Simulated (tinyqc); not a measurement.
Interface roughness in a thin film (subband fluctuation and scattering), step by step. Values are carried at full precision from step to step, so a last printed digit may differ when a step is redone from the rounded ones.

Square well of width t, barriers V0, c = hbar^2/2m0: E1 solves k t + 2 atan[(k/mz)/(kappa/mb)] = pi, k = sqrt(mz E/c), kappa = sqrt(mb (V0 - E)/c). One interface is rough, so the subband edge fluctuates by G dt with G = |dE1/dt| (central difference of 0.01 angstrom; 2 E1/t for hard walls).

Constants: hbar^2/2m0 = 3.80998211 eV angstrom^2; e^2/(4 pi eps0) = 14.39964547 eV angstrom; hbar = 6.58211957e-16 eV s.

Inputs chosen for the exercise (near those of a thin InGaAs channel; shifted at random, so the results belong to these values and not to a real crystal): t = 84 angstrom (film thickness); mz = 0.044 m0 (confinement mass); V0 = 1.94 eV (barrier); mb = 0.24 m0 (barrier mass); D = 2 angstrom (rms height of the roughness); md = 0.045 m0 (mass in the plane); gv = 1 (valleys); Lc = 18 angstrom (correlation length); Ns = 0.47 x 1e12/cm^2 (sheet density); eps = 11.2 (mean dielectric constant at the channel); Lg = 300 angstrom (gate length); Wg = 1000 angstrom (gate width).

## Sensitivity of the level to thickness

Give E1, G, the hard-wall values and the rms fluctuation G D.

E1 = 65.84 meV
G = |dE1/dt| = 1.1802 meV/angstrom

hard walls: E1 (meV) and G (meV/angstrom): 121.119  2.884

G D = 2.36 meV

Hard walls overstate G by a factor 2.44, and the scattering rate, which goes as G^2, by 5.97.

## The angular integrand

Gaussian roughness spectrum S(q) = pi D^2 Lc^2 exp(-q^2 Lc^2/4). Degenerate gas, taken to fill one subband (the second starts to fill once c kF^2/md exceeds E2 - E1, which is not tested here): kF = sqrt(2 pi Ns/gv), q = 2 kF sin(theta/2), 1/tau = (md/(2 pi c hbar)) G^2 times the integral from 0 to pi of S(q)(1 - cos theta)/eps(q)^2 dtheta, eps(q) = 1 + qs/q with screening (qs = gv md q0/(c eps), q0 = e^2/(4 pi eps0), form factors left out, which overstates the screening; other scattering is left out too, so these values lie far above measured mobilities in all but the thinnest films) or 1 without; mobility = tau c2/md with c2 = e/m0 = 1.75882e15 cm^2/(V s^2); 1e12/cm^2 = 1e-4/angstrom^2.

kF, qs, and exp(-q^2 Lc^2/4)(1 - cos theta) without and with the factor 1/eps^2 at theta = 30, 60, ..., 180 degrees.

kF = 0.01718 1/angstrom
qs = 0.0152 1/angstrom

Integrand:

| theta | q (1/angstrom) | bare | eps(q) | screened |
|---|---|---|---|---|
| 30 | 0.0089 | 0.133 | 2.71 | 0.0182 |
| 60 | 0.0172 | 0.488 | 1.88 | 0.138 |
| 90 | 0.0243 | 0.953 | 1.62 | 0.361 |
| 120 | 0.0298 | 1.40 | 1.51 | 0.612 |
| 150 | 0.0332 | 1.71 | 1.46 | 0.803 |
| 180 | 0.0344 | 1.82 | 1.44 | 0.874 |

kF Lc = 0.31: the roughness is short-ranged for these electrons, and back-scattering dominates.

## Scattering time and mobility

Integrate over theta.

Results:

| case | integral | tau (fs) | mobility (cm^2/(V s)) |
|---|---|---|---|
| bare | 2.925 | 2.111e+04 | 8.251e+05 |
| screened | 1.241 | 4.977e+04 | 1.945e+06 |

Screening raises the mobility by a factor 2.4. With it kF l = 3.78e+03, so by this rate the carriers are far from localisation. Phonons, and the gate field that presses carriers to the wall, limit real channels far below this value.

## Threshold variation

Averaged over an area A = Lg Wg much larger than Lc^2, the thickness varies by D sqrt(pi Lc^2/A), so sigma(Vt) = G D Lc sqrt(pi/A)/e; the Pelgrom coefficient is sigma sqrt(A) (1 micrometre = 1e4 angstrom).

rms of the mean thickness = 0.116 angstrom
sigma(Vt) = 0.137 mV
coefficient = 0.00753 mV micrometre

The electrostatic effect of the thickness is left out.

## Checks

- G from the envelope at the wall, psi(t/2)^2 (E1 + c mz (kappa/mb)^2), against the difference quotient, meV/angstrom: both 1.180.
- Bare integral for Lc -> 0 against pi: both 3.1416.

(tinyqc, `OMP_NUM_THREADS=1 python tinyqc.py 1252682 1252683 out.jsonl`, Intel(R) Xeon(R) Processor @ 2.30GHz, 1 thread, shared host, about 0.01 s.)
